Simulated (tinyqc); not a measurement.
Inside a calculation (part 1 of 2). Method: UHF in the 6-31g basis, for H3, spin multiplicity 2. Computed by tinyqc, a small Python program that keeps every step (integrals from PySCF). Settings: charge = 0, multiplicity = 2, basis = 6-31g, energy threshold = 1e-09, iteration cap = 79, orthogonalisation = symmetric, start = random, DIIS depth = 0, damping = 0.7, method = UHF. Command: `OMP_NUM_THREADS=1 python tinyqc.py 26405 26406 out.jsonl` (the two numbers bound the seeds that draw the settings). One thread of a shared host (Intel(R) Xeon(R) Processor @ 2.60GHz), about 0.1 s of CPU time with the checks. Later iterations appear only in the table of the cycle.

## One-electron integrals

Geometry (angstrom):
```
atom,x,y,z
H,0.0000,0.0000,0.0000
H,0.0000,0.0000,1.0750
H,0.0000,0.0000,-1.0750
```

Basis 6-31g: exponents (1/bohr^2) and contraction coefficients of normalised primitives:
```
element,l (shell),exponent,coefficient
H,s (1),18.7311,0.0335
H,s (1),2.8254,0.2347
H,s (1),0.6401,0.8138
H,s (2),0.1613,1.0000
```

Overlap, kinetic and nuclear-attraction integrals over the contracted functions; the nuclear repulsion is the sum of Za Zb / Rab.

nuclear repulsion = 1.230645 hartree

overlap S:
```
,1H 1s,1H 2s,2H 1s,2H 2s,3H 1s,3H 2s
1H 1s,1.0000,0.6583,0.2081,0.3827,0.2081,0.3827
1H 2s,0.6583,1.0000,0.3827,0.7169,0.3827,0.7169
2H 1s,0.2081,0.3827,1.0000,0.6583,0.0034,0.0756
2H 2s,0.3827,0.7169,0.6583,1.0000,0.0756,0.2642
3H 1s,0.2081,0.3827,0.0034,0.0756,1.0000,0.6583
3H 2s,0.3827,0.7169,0.0756,0.2642,0.6583,1.0000
```

kinetic energy T (hartree):
```
,1H 1s,1H 2s,2H 1s,2H 2s,3H 1s,3H 2s
1H 1s,1.3957,0.2597,-0.0036,0.0961,-0.0036,0.0961
1H 2s,0.2597,0.2419,0.0961,0.1350,0.0961,0.1350
2H 1s,-0.0036,0.0961,1.3957,0.2597,-0.0085,-0.0131
2H 2s,0.0961,0.1350,0.2597,0.2419,-0.0131,0.0072
3H 1s,-0.0036,0.0961,-0.0085,-0.0131,1.3957,0.2597
3H 2s,0.0961,0.1350,-0.0131,0.0072,0.2597,0.2419
```

nuclear attraction V (hartree):
```
,1H 1s,1H 2s,2H 1s,2H 2s,3H 1s,3H 2s
1H 1s,-2.6370,-1.3846,-0.4587,-0.7944,-0.4587,-0.7944
1H 2s,-1.3846,-1.5242,-0.7394,-1.0583,-0.7394,-1.0583
2H 1s,-0.4587,-0.7394,-2.3912,-1.2255,-0.0077,-0.1478
2H 2s,-0.7944,-1.0583,-1.2255,-1.3284,-0.1478,-0.4027
3H 1s,-0.4587,-0.7394,-0.0077,-0.1478,-2.3912,-1.2255
3H 2s,-0.7944,-1.0583,-0.1478,-0.4027,-1.2255,-1.3284
```

core Hamiltonian H = T + V (hartree):
```
,1H 1s,1H 2s,2H 1s,2H 2s,3H 1s,3H 2s
1H 1s,-1.2413,-1.1249,-0.4623,-0.6982,-0.4623,-0.6982
1H 2s,-1.1249,-1.2823,-0.6433,-0.9233,-0.6433,-0.9233
2H 1s,-0.4623,-0.6433,-0.9956,-0.9657,-0.0162,-0.1609
2H 2s,-0.6982,-0.9233,-0.9657,-1.0865,-0.1609,-0.3955
3H 1s,-0.4623,-0.6433,-0.0162,-0.1609,-0.9956,-0.9657
3H 2s,-0.6982,-0.9233,-0.1609,-0.3955,-0.9657,-1.0865
```

## Two-electron integrals

Functions are numbered as in S; the eight-fold symmetry (ij|kl) = (ji|kl) = (kl|ij) leaves the list below.

Two-electron integrals (ij|kl) in chemists' order, unique and non-zero (hartree):
```
i,j,k,l,(ij|kl)
1,1,1,1,1.0766
2,1,1,1,0.5785
2,1,2,1,0.3294
2,2,1,1,0.5874
2,2,2,1,0.3613
2,2,2,2,0.4532
3,1,1,1,0.1637
3,1,2,1,0.0961
3,1,2,2,0.1100
3,1,3,1,0.0400
3,2,1,1,0.2125
3,2,2,1,0.1333
3,2,2,2,0.1718
3,2,3,1,0.0611
3,2,3,2,0.1103
3,3,1,1,0.4865
3,3,2,1,0.3137
3,3,2,2,0.4256
3,3,3,1,0.1637
3,3,3,2,0.3260
3,3,3,3,1.0766
4,1,1,1,0.3260
4,1,2,1,0.1870
4,1,2,2,0.2074
4,1,3,1,0.0611
4,1,3,2,0.0873
4,1,3,3,0.2125
4,1,4,1,0.1103
4,2,1,1,0.3848
4,2,2,1,0.2393
4,2,2,2,0.3077
4,2,3,1,0.0858
4,2,3,2,0.1455
4,2,3,3,0.3848
4,2,4,1,0.1455
4,2,4,2,0.2329
4,3,1,1,0.3137
4,3,2,1,0.2008
4,3,2,2,0.2713
4,3,3,1,0.0961
4,3,3,2,0.1870
4,3,3,3,0.5785
4,3,4,1,0.1333
4,3,4,2,0.2393
4,3,4,3,0.3294
4,4,1,1,0.4256
4,4,2,1,0.2713
4,4,2,2,0.3699
4,4,3,1,0.1100
4,4,3,2,0.2074
4,4,3,3,0.5874
4,4,4,1,0.1718
4,4,4,2,0.3077
4,4,4,3,0.3613
4,4,4,4,0.4532
5,1,1,1,0.1637
5,1,2,1,0.0961
5,1,2,2,0.1100
5,1,3,1,0.0215
5,1,3,2,0.0299
5,1,3,3,0.0688
5,1,4,1,0.0493
5,1,4,2,0.0632
5,1,4,3,0.0452
5,1,4,4,0.0667
5,1,5,1,0.0400
5,2,1,1,0.2125
5,2,2,1,0.1333
5,2,2,2,0.1718
5,2,3,1,0.0299
5,2,3,2,0.0442
5,2,3,3,0.1039
5,2,4,1,0.0680
5,2,4,2,0.0958
5,2,4,3,0.0684
5,2,4,4,0.1027
5,2,5,1,0.0611
5,2,5,2,0.1103
5,3,1,1,0.0033
5,3,2,1,0.0018
5,3,2,2,0.0020
5,3,3,1,0.0005
5,3,3,2,0.0007
5,3,3,3,0.0017
5,3,4,1,0.0010
5,3,4,2,0.0013
5,3,4,3,0.0011
5,3,4,4,0.0014
5,3,5,1,0.0005
5,3,5,2,0.0007
5,3,5,3,1.04e-05
5,4,1,1,0.0488
5,4,2,1,0.0298
5,4,2,2,0.0366
5,4,3,1,0.0068
5,4,3,2,0.0099
5,4,3,3,0.0230
5,4,4,1,0.0154
5,4,4,2,0.0209
5,4,4,3,0.0151
5,4,4,4,0.0224
5,4,5,1,0.0126
5,4,5,2,0.0211
5,4,5,3,1.62e-04
5,4,5,4,0.0042
5,5,1,1,0.4865
5,5,2,1,0.3137
5,5,2,2,0.4256
5,5,3,1,0.0688
5,5,3,2,0.1039
5,5,3,3,0.2461
5,5,4,1,0.1574
5,5,4,2,0.2293
5,5,4,3,0.1620
5,5,4,4,0.2454
5,5,5,1,0.1637
5,5,5,2,0.3260
5,5,5,3,0.0017
5,5,5,4,0.0588
5,5,5,5,1.0766
6,1,1,1,0.3260
6,1,2,1,0.1870
6,1,2,2,0.2074
6,1,3,1,0.0493
6,1,3,2,0.0680
6,1,3,3,0.1574
6,1,4,1,0.1024
6,1,4,2,0.1304
6,1,4,3,0.1021
6,1,4,4,0.1435
6,1,5,1,0.0611
6,1,5,2,0.0873
6,1,5,3,0.0010
6,1,5,4,0.0191
6,1,5,5,0.2125
6,1,6,1,0.1103
6,2,1,1,0.3848
6,2,2,1,0.2393
6,2,2,2,0.3077
6,2,3,1,0.0632
6,2,3,2,0.0958
6,2,3,3,0.2293
6,2,4,1,0.1304
6,2,4,2,0.1901
6,2,4,3,0.1492
6,2,4,4,0.2156
6,2,5,1,0.0858
6,2,5,2,0.1455
6,2,5,3,0.0013
6,2,5,4,0.0294
6,2,5,5,0.3848
6,2,6,1,0.1455
6,2,6,2,0.2329
6,3,1,1,0.0488
6,3,2,1,0.0298
6,3,2,2,0.0366
6,3,3,1,0.0126
6,3,3,2,0.0211
6,3,3,3,0.0588
6,3,4,1,0.0191
6,3,4,2,0.0294
6,3,4,3,0.0344
6,3,4,4,0.0395
6,3,5,1,0.0068
6,3,5,2,0.0099
6,3,5,3,1.62e-04
6,3,5,4,0.0022
6,3,5,5,0.0230
6,3,6,1,0.0154
6,3,6,2,0.0209
6,3,6,3,0.0042
6,4,1,1,0.1552
6,4,2,1,0.0954
6,4,2,2,0.1197
6,4,3,1,0.0291
6,4,3,2,0.0454
6,4,3,3,0.1124
6,4,4,1,0.0548
6,4,4,2,0.0813
6,4,4,3,0.0717
6,4,4,4,0.0977
6,4,5,1,0.0291
6,4,5,2,0.0454
6,4,5,3,0.0005
6,4,5,4,0.0097
6,4,5,5,0.1124
6,4,6,1,0.0548
6,4,6,2,0.0813
6,4,6,3,0.0097
6,4,6,4,0.0316
6,5,1,1,0.3137
6,5,2,1,0.2008
6,5,2,2,0.2713
6,5,3,1,0.0452
6,5,3,2,0.0684
6,5,3,3,0.1620
6,5,4,1,0.1021
6,5,4,2,0.1492
6,5,4,3,0.1066
6,5,4,4,0.1611
6,5,5,1,0.0961
6,5,5,2,0.1870
6,5,5,3,0.0011
6,5,5,4,0.0344
6,5,5,5,0.5785
6,5,6,1,0.1333
6,5,6,2,0.2393
6,5,6,3,0.0151
6,5,6,4,0.0717
6,5,6,5,0.3294
6,6,1,1,0.4256
6,6,2,1,0.2713
6,6,2,2,0.3699
6,6,3,1,0.0667
6,6,3,2,0.1027
6,6,3,3,0.2454
6,6,4,1,0.1435
6,6,4,2,0.2156
6,6,4,3,0.1611
6,6,4,4,0.2410
6,6,5,1,0.1100
6,6,5,2,0.2074
6,6,5,3,0.0014
6,6,5,4,0.0395
6,6,5,5,0.5874
6,6,6,1,0.1718
6,6,6,2,0.3077
6,6,6,3,0.0224
6,6,6,4,0.0977
6,6,6,5,0.3613
6,6,6,6,0.4532
```

## Orthogonalisation

S = U s U^T; symmetric (Loewdin) form X = U s^(-1/2) U^T, so that X^T S X = 1.

eigenvalues of S: 0.0706  0.2691  0.4145  0.7468  1.4633  3.0357

X:
```
,1H 1s,1H 2s,2H 1s,2H 2s,3H 1s,3H 2s
1H 1s,1.2765,-0.6088,-0.0237,0.0759,-0.0237,0.0759
1H 2s,-0.6088,2.5100,-0.0019,-0.9413,-0.0019,-0.9413
2H 1s,-0.0237,-0.0019,1.2560,-0.4929,-0.0010,0.0443
2H 2s,0.0759,-0.9413,-0.4929,1.7517,0.0443,0.2543
3H 1s,-0.0237,-0.0019,-0.0010,0.0443,1.2560,-0.4929
3H 2s,0.0759,-0.9413,0.0443,0.2543,-0.4929,1.7517
```

## Starting guess

The start is random orthonormal orbitals; D(s) = C_occ C_occ^T for each spin.

D(alpha) at the start:
```
,1H 1s,1H 2s,2H 1s,2H 2s,3H 1s,3H 2s
1H 1s,0.9710,-2.0745,0.1480,0.4993,-0.4813,1.7313
1H 2s,-2.0745,4.9480,0.6070,-1.9370,1.2225,-4.0095
2H 1s,0.1480,0.6070,1.6754,-1.4816,0.2743,-0.2921
2H 2s,0.4993,-1.9370,-1.4816,1.7249,-0.5752,1.4144
3H 1s,-0.4813,1.2225,0.2743,-0.5752,0.3117,-0.9751
3H 2s,1.7313,-4.0095,-0.2921,1.4144,-0.9751,3.2739
```

D(beta) at the start:
```
,1H 1s,1H 2s,2H 1s,2H 2s,3H 1s,3H 2s
1H 1s,0.7696,-1.9312,-0.3963,0.8798,-0.4895,1.5450
1H 2s,-1.9312,4.8459,0.9944,-2.2078,1.2284,-3.8769
2H 1s,-0.3963,0.9944,0.2041,-0.4531,0.2521,-0.7956
2H 2s,0.8798,-2.2078,-0.4531,1.0059,-0.5596,1.7663
3H 1s,-0.4895,1.2284,0.2521,-0.5596,0.3114,-0.9827
3H 2s,1.5450,-3.8769,-0.7956,1.7663,-0.9827,3.1016
```

## Iteration 1: building the Fock matrix

J_ij = sum D_kl (ij|kl) with D = D(alpha) + D(beta), K_ij = sum D_kl (ik|jl) for each spin; F = H + J - K(s); E = tr D H + tr D J / 2 - 0.5 sum_s tr D(s) K(s) + E_nn.

Coulomb J (hartree):
```
,1H 1s,1H 2s,2H 1s,2H 2s,3H 1s,3H 2s
1H 1s,1.5162,0.9029,0.3262,0.5393,0.2632,0.5045
1H 2s,0.9029,1.1399,0.5643,0.8409,0.4295,0.7647
2H 1s,0.3262,0.5643,1.6612,0.9500,0.0049,0.1109
2H 2s,0.5393,0.8409,0.9500,1.1238,0.0883,0.3011
3H 1s,0.2632,0.4295,0.0049,0.0883,1.1271,0.7158
3H 2s,0.5045,0.7647,0.1109,0.3011,0.7158,0.9905
```

exchange K(alpha) (hartree):
```
,1H 1s,1H 2s,2H 1s,2H 2s,3H 1s,3H 2s
1H 1s,0.2948,0.1032,0.1212,0.0537,0.0403,0.0985
1H 2s,0.1032,0.0753,0.1647,0.0724,0.0270,0.0484
2H 1s,0.1212,0.1647,0.7567,0.2365,0.0354,0.0388
2H 2s,0.0537,0.0724,0.2365,0.1057,0.0087,0.0132
3H 1s,0.0403,0.0270,0.0354,0.0087,0.0584,0.0438
3H 2s,0.0985,0.0484,0.0388,0.0132,0.0438,0.1137
```

exchange K(beta) (hartree):
```
,1H 1s,1H 2s,2H 1s,2H 2s,3H 1s,3H 2s
1H 1s,0.1704,0.0394,-0.0289,0.0047,0.0053,0.0532
1H 2s,0.0394,0.0276,0.0310,0.0216,0.0061,0.0204
2H 1s,-0.0289,0.0310,0.1353,0.0555,-0.0004,-0.0178
2H 2s,0.0047,0.0216,0.0555,0.0307,0.0010,-0.0029
3H 1s,0.0053,0.0061,-0.0004,0.0010,0.0260,0.0131
3H 2s,0.0532,0.0204,-0.0178,-0.0029,0.0131,0.0798
```

F(alpha) (hartree):
```
,1H 1s,1H 2s,2H 1s,2H 2s,3H 1s,3H 2s
1H 1s,-0.0199,-0.3251,-0.2573,-0.2127,-0.2394,-0.2922
1H 2s,-0.3251,-0.2177,-0.2438,-0.1548,-0.2407,-0.2070
2H 1s,-0.2573,-0.2438,-0.0911,-0.2522,-0.0467,-0.0888
2H 2s,-0.2127,-0.1548,-0.2522,-0.0683,-0.0812,-0.1075
3H 1s,-0.2394,-0.2407,-0.0467,-0.0812,0.0731,-0.2938
3H 2s,-0.2922,-0.2070,-0.0888,-0.1075,-0.2938,-0.2097
```

F(beta) (hartree):
```
,1H 1s,1H 2s,2H 1s,2H 2s,3H 1s,3H 2s
1H 1s,0.1045,-0.2613,-0.1071,-0.1637,-0.2044,-0.2469
1H 2s,-0.2613,-0.1700,-0.1100,-0.1040,-0.2198,-0.1790
2H 1s,-0.1071,-0.1100,0.5303,-0.0712,-0.0109,-0.0321
2H 2s,-0.1637,-0.1040,-0.0712,0.0066,-0.0736,-0.0914
3H 1s,-0.2044,-0.2198,-0.0109,-0.0736,0.1055,-0.2631
3H 2s,-0.2469,-0.1790,-0.0321,-0.0914,-0.2631,-0.1758
```

total energy of this density = 1.518088 hartree

This density is the starting one.

## Iteration 1: diagonalisation and new density

Diagonalise F' = X^T F X, C = X C', fill 2 alpha and 1 beta electrons from the bottom; D(s) = C_occ C_occ^T; the new density keeps 0.7 of the old one (damping). Each column has its largest component positive (the first on a tie).

F' = X^T F X (alpha) (hartree):
```
,1,2,3,4,5,6
1,0.3435,-0.4188,-0.1788,-0.0030,-0.1180,-0.1295
2,-0.4188,0.3101,-0.1165,-0.1307,-0.1077,-0.0704
3,-0.1788,-0.1165,0.1583,-0.3178,-0.0091,0.0355
4,-0.0030,-0.1307,-0.3178,0.3065,0.0464,-0.0285
5,-0.1180,-0.1077,-0.0091,0.0464,0.4324,-0.4167
6,-0.1295,-0.0704,0.0355,-0.0285,-0.4167,0.1219
```

orbital energies (alpha) (hartree): MO1 -0.4082, MO2 -0.1555, MO3 0.1956, MO4 0.5133, MO5 0.7173, MO6 0.8103

coefficients C (alpha):
```
,MO1,MO2,MO3,MO4,MO5,MO6
1H 1s,0.3670,0.0225,0.2647,-0.3635,0.7259,-1.0715
1H 2s,0.2710,-0.4233,1.7547,0.2897,-1.3638,1.7796
2H 1s,0.3542,-0.4586,-0.2520,-1.0819,0.0003,0.5032
2H 2s,-0.0355,-0.1852,-1.1586,1.1292,0.3573,-1.2203
3H 1s,0.2088,0.2062,-0.0391,-0.2293,-1.1693,-0.5616
3H 2s,0.2643,0.8002,-1.1832,0.0268,1.4692,0.0241
```

F' = X^T F X (beta) (hartree):
```
,1,2,3,4,5,6
1,0.4692,-0.4285,-0.0551,-0.0289,-0.0988,-0.1000
2,-0.4285,0.3220,-0.0981,-0.1273,-0.1114,-0.0781
3,-0.0551,-0.0981,0.9298,-0.4290,0.0155,0.0835
4,-0.0289,-0.1273,-0.4290,0.3564,0.0384,-0.0418
5,-0.0988,-0.1114,0.0155,0.0384,0.4528,-0.4003
6,-0.1000,-0.0781,0.0835,-0.0418,-0.4003,0.1481
```

orbital energies (beta) (hartree): MO1 -0.2921, MO2 -0.0169, MO3 0.2486, MO4 0.7280, MO5 0.8378, MO6 1.1728

coefficients C (beta):
```
,MO1,MO2,MO3,MO4,MO5,MO6
1H 1s,0.2863,-0.0845,0.2263,0.2779,-1.3353,-0.1090
1H 2s,0.2771,-0.8204,1.6986,-0.6219,2.0754,0.3374
2H 1s,0.0228,-0.1458,-0.0583,-0.1372,-0.0636,1.3323
2H 2s,0.0065,-0.2672,-1.4748,0.1762,-0.7194,-1.2144
3H 1s,0.2545,0.1541,0.0139,-1.2994,-0.1405,-0.1616
3H 2s,0.4178,0.9200,-1.0732,1.3459,-0.5077,0.1671
```

D(alpha) after iteration 1:
```
,1H 1s,1H 2s,2H 1s,2H 2s,3H 1s,3H 2s
1H 1s,0.7202,-1.4252,0.1395,0.3444,-0.3125,1.2464
1H 2s,-1.4252,3.5394,0.5119,-1.3353,0.8465,-2.8868
2H 1s,0.1395,0.5119,1.2735,-1.0154,0.1858,-0.2864
2H 2s,0.3444,-1.3353,-1.0154,1.2181,-0.4163,0.9428
3H 1s,-0.3125,0.8465,0.1858,-0.4163,0.2440,-0.6165
3H 2s,1.2464,-2.8868,-0.2864,0.9428,-0.6165,2.5048
```

D(beta) after iteration 1:
```
,1H 1s,1H 2s,2H 1s,2H 2s,3H 1s,3H 2s
1H 1s,0.5633,-1.3280,-0.2754,0.6164,-0.3208,1.1174
1H 2s,-1.3280,3.4152,0.6980,-1.5449,0.8810,-2.6791
2H 1s,-0.2754,0.6980,0.1430,-0.3171,0.1782,-0.5540
2H 2s,0.6164,-1.5449,-0.3171,0.7041,-0.3913,1.2372
3H 1s,-0.3208,0.8810,0.1782,-0.3913,0.2374,-0.6560
3H 2s,1.1174,-2.6791,-0.5540,1.2372,-0.6560,2.2235
```

## Iteration 2: building the Fock matrix

As before.

Coulomb J (hartree):
```
,1H 1s,1H 2s,2H 1s,2H 2s,3H 1s,3H 2s
1H 1s,1.5832,0.9494,0.3272,0.5581,0.2916,0.5395
1H 2s,0.9494,1.1946,0.5544,0.8551,0.4806,0.8207
2H 1s,0.3272,0.5544,1.5910,0.9237,0.0052,0.1106
2H 2s,0.5581,0.8551,0.9237,1.1149,0.0981,0.3156
3H 1s,0.2916,0.4806,0.0052,0.0981,1.2813,0.7994
3H 2s,0.5395,0.8207,0.1106,0.3156,0.7994,1.0660
```

exchange K(alpha) (hartree):
```
,1H 1s,1H 2s,2H 1s,2H 2s,3H 1s,3H 2s
1H 1s,0.3588,0.2058,0.1690,0.1314,0.0988,0.1621
1H 2s,0.2058,0.1949,0.2214,0.1571,0.1100,0.1436
2H 1s,0.1690,0.2214,0.7407,0.3149,0.0233,0.0494
2H 2s,0.1314,0.1571,0.3149,0.1972,0.0254,0.0503
3H 1s,0.0988,0.1100,0.0233,0.0254,0.2031,0.1701
3H 2s,0.1621,0.1436,0.0494,0.0503,0.1701,0.2206
```

exchange K(beta) (hartree):
```
,1H 1s,1H 2s,2H 1s,2H 2s,3H 1s,3H 2s
1H 1s,0.2411,0.1366,0.0063,0.0588,0.0817,0.1322
1H 2s,0.1366,0.1332,0.0482,0.0712,0.0987,0.1232
2H 1s,0.0063,0.0482,0.1066,0.0559,0.0141,0.0077
2H 2s,0.0588,0.0712,0.0559,0.0527,0.0385,0.0461
3H 1s,0.0817,0.0987,0.0141,0.0385,0.1407,0.1210
3H 2s,0.1322,0.1232,0.0077,0.0461,0.1210,0.1744
```

F(alpha) (hartree):
```
,1H 1s,1H 2s,2H 1s,2H 2s,3H 1s,3H 2s
1H 1s,-0.0169,-0.3813,-0.3042,-0.2715,-0.2695,-0.3208
1H 2s,-0.3813,-0.2826,-0.3103,-0.2253,-0.2726,-0.2461
2H 1s,-0.3042,-0.3103,-0.1452,-0.3569,-0.0344,-0.0997
2H 2s,-0.2715,-0.2253,-0.3569,-0.1688,-0.0882,-0.1301
3H 1s,-0.2695,-0.2726,-0.0344,-0.0882,0.0826,-0.3365
3H 2s,-0.3208,-0.2461,-0.0997,-0.1301,-0.3365,-0.2411
```

F(beta) (hartree):
```
,1H 1s,1H 2s,2H 1s,2H 2s,3H 1s,3H 2s
1H 1s,0.1008,-0.3121,-0.1414,-0.1990,-0.2524,-0.2909
1H 2s,-0.3121,-0.2209,-0.1371,-0.1394,-0.2614,-0.2257
2H 1s,-0.1414,-0.1371,0.4888,-0.0979,-0.0251,-0.0580
2H 2s,-0.1990,-0.1394,-0.0979,-0.0242,-0.1013,-0.1260
3H 1s,-0.2524,-0.2614,-0.0251,-0.1013,0.1450,-0.2874
3H 2s,-0.2909,-0.2257,-0.0580,-0.1260,-0.2874,-0.1949
```

total energy of this density = 0.786488 hartree

This density is a damped mixture and is not idempotent.

## Iteration 2: diagonalisation and new density

As before.

F' = X^T F X (alpha) (hartree):
```
,1,2,3,4,5,6
1,0.4061,-0.4833,-0.1950,-0.0244,-0.1420,-0.1180
2,-0.4833,0.3347,-0.1412,-0.1488,-0.1116,-0.1034
3,-0.1950,-0.1412,0.1793,-0.4087,0.0120,0.0437
4,-0.0244,-0.1488,-0.4087,0.2729,0.0479,-0.0268
5,-0.1420,-0.1116,0.0120,0.0479,0.4938,-0.4806
6,-0.1180,-0.1034,0.0437,-0.0268,-0.4806,0.1530
```

orbital energies (alpha) (hartree): MO1 -0.4816, MO2 -0.2231, MO3 0.2022, MO4 0.6026, MO5 0.8477, MO6 0.8921

coefficients C (alpha):
```
,MO1,MO2,MO3,MO4,MO5,MO6
1H 1s,0.3350,0.0624,0.2678,0.3384,0.2742,-1.2787
1H 2s,0.3010,-0.2184,1.7938,-0.2880,-0.6220,2.1487
2H 1s,0.3739,-0.3954,-0.1694,1.1230,0.1812,0.4518
2H 2s,0.0571,-0.3127,-1.1974,-1.1122,-0.1060,-1.2194
3H 1s,0.1807,0.2432,-0.0562,0.2241,-1.2916,-0.0976
3H 2s,0.1797,0.7217,-1.2240,0.0037,1.3937,-0.5255
```

F' = X^T F X (beta) (hartree):
```
,1,2,3,4,5,6
1,0.5181,-0.4838,-0.0811,-0.0335,-0.1363,-0.1040
2,-0.4838,0.3468,-0.0926,-0.1354,-0.1235,-0.1220
3,-0.0811,-0.0926,0.8899,-0.4327,0.0177,0.0665
4,-0.0335,-0.1354,-0.4327,0.3389,0.0311,-0.0487
5,-0.1363,-0.1235,0.0177,0.0311,0.5408,-0.4485
6,-0.1040,-0.1220,0.0665,-0.0487,-0.4485,0.1983
```

orbital energies (beta) (hartree): MO1 -0.3488, MO2 0.0042, MO3 0.2581, MO4 0.8456, MO5 0.9291, MO6 1.1445

coefficients C (beta):
```
,MO1,MO2,MO3,MO4,MO5,MO6
1H 1s,0.2888,-0.0631,0.2196,0.2528,-1.3241,-0.2443
1H 2s,0.3534,-0.5481,1.7956,-0.1926,2.1138,0.5366
2H 1s,0.0432,-0.1619,-0.0440,0.2016,-0.1247,1.3178
2H 2s,0.0114,-0.4439,-1.4377,0.0446,-0.5985,-1.2828
3H 1s,0.2405,0.1708,-0.0191,1.2483,0.3822,-0.1769
3H 2s,0.3413,0.8043,-1.1741,-1.0465,-1.0093,0.1193
```

D(alpha) after iteration 2:
```
,1H 1s,1H 2s,2H 1s,2H 2s,3H 1s,3H 2s
1H 1s,0.5390,-0.9715,0.1278,0.2409,-0.1961,0.9040
1H 2s,-0.9715,2.5190,0.4180,-0.9090,0.5930,-2.0518
2H 1s,0.1278,0.4180,0.9803,-0.6673,0.1215,-0.2660
2H 2s,0.2409,-0.9090,-0.6673,0.8830,-0.3111,0.5953
3H 1s,-0.1961,0.5930,0.1215,-0.3111,0.1983,-0.3692
3H 2s,0.9040,-2.0518,-0.2660,0.5953,-0.3692,1.9193
```

D(beta) after iteration 2:
```
,1H 1s,1H 2s,2H 1s,2H 2s,3H 1s,3H 2s
1H 1s,0.4193,-0.8990,-0.1891,0.4325,-0.2037,0.8117
1H 2s,-0.8990,2.4281,0.4932,-1.0802,0.6422,-1.8392
2H 1s,-0.1891,0.4932,0.1007,-0.2218,0.1278,-0.3834
2H 2s,0.4325,-1.0802,-0.2218,0.4929,-0.2731,0.8672
3H 1s,-0.2037,0.6422,0.1278,-0.2731,0.1835,-0.4346
3H 2s,0.8117,-1.8392,-0.3834,0.8672,-0.4346,1.5914
```

## Iteration 3: building the Fock matrix

As before.

Coulomb J (hartree):
```
,1H 1s,1H 2s,2H 1s,2H 2s,3H 1s,3H 2s
1H 1s,1.6317,0.9829,0.3290,0.5725,0.3105,0.5639
1H 2s,0.9829,1.2341,0.5502,0.8682,0.5135,0.8580
2H 1s,0.3290,0.5502,1.5498,0.9105,0.0053,0.1108
2H 2s,0.5725,0.8682,0.9105,1.1149,0.1045,0.3260
3H 1s,0.3105,0.5135,0.0053,0.1045,1.3782,0.8517
3H 2s,0.5639,0.8580,0.1108,0.3260,0.8517,1.1126
```

exchange K(alpha) (hartree):
```
,1H 1s,1H 2s,2H 1s,2H 2s,3H 1s,3H 2s
1H 1s,0.3972,0.2751,0.1984,0.1839,0.1405,0.2066
1H 2s,0.2751,0.2798,0.2604,0.2188,0.1693,0.2113
2H 1s,0.1984,0.2604,0.7300,0.3740,0.0144,0.0563
2H 2s,0.1839,0.2188,0.3740,0.2685,0.0375,0.0771
3H 1s,0.1405,0.1693,0.0144,0.0375,0.3044,0.2578
3H 2s,0.2066,0.2113,0.0563,0.0771,0.2578,0.2940
```

exchange K(beta) (hartree):
```
,1H 1s,1H 2s,2H 1s,2H 2s,3H 1s,3H 2s
1H 1s,0.2997,0.2124,0.0371,0.1042,0.1340,0.1891
1H 2s,0.2124,0.2142,0.0670,0.1140,0.1601,0.1948
2H 1s,0.0371,0.0670,0.0923,0.0623,0.0261,0.0292
2H 2s,0.1042,0.1140,0.0623,0.0753,0.0659,0.0838
3H 1s,0.1340,0.1601,0.0261,0.0659,0.2090,0.1872
3H 2s,0.1891,0.1948,0.0292,0.0838,0.1872,0.2333
```

F(alpha) (hartree):
```
,1H 1s,1H 2s,2H 1s,2H 2s,3H 1s,3H 2s
1H 1s,-0.0068,-0.4170,-0.3318,-0.3097,-0.2923,-0.3409
1H 2s,-0.4170,-0.3279,-0.3535,-0.2739,-0.2992,-0.2765
2H 1s,-0.3318,-0.3535,-0.1757,-0.4293,-0.0252,-0.1063
2H 2s,-0.3097,-0.2739,-0.4293,-0.2400,-0.0938,-0.1465
3H 1s,-0.2923,-0.2992,-0.0252,-0.0938,0.0782,-0.3718
3H 2s,-0.3409,-0.2765,-0.1063,-0.1465,-0.3718,-0.2678
```

F(beta) (hartree):
```
,1H 1s,1H 2s,2H 1s,2H 2s,3H 1s,3H 2s
1H 1s,0.0906,-0.3544,-0.1704,-0.2300,-0.2858,-0.3234
1H 2s,-0.3544,-0.2624,-0.1601,-0.1690,-0.2899,-0.2600
2H 1s,-0.1704,-0.1601,0.4620,-0.1175,-0.0370,-0.0793
2H 2s,-0.2300,-0.1690,-0.1175,-0.0469,-0.1222,-0.1532
3H 1s,-0.2858,-0.2899,-0.0370,-0.1222,0.1736,-0.3013
3H 2s,-0.3234,-0.2600,-0.0793,-0.1532,-0.3013,-0.2071
```

total energy of this density = 0.181690 hartree

This density is a damped mixture and is not idempotent.
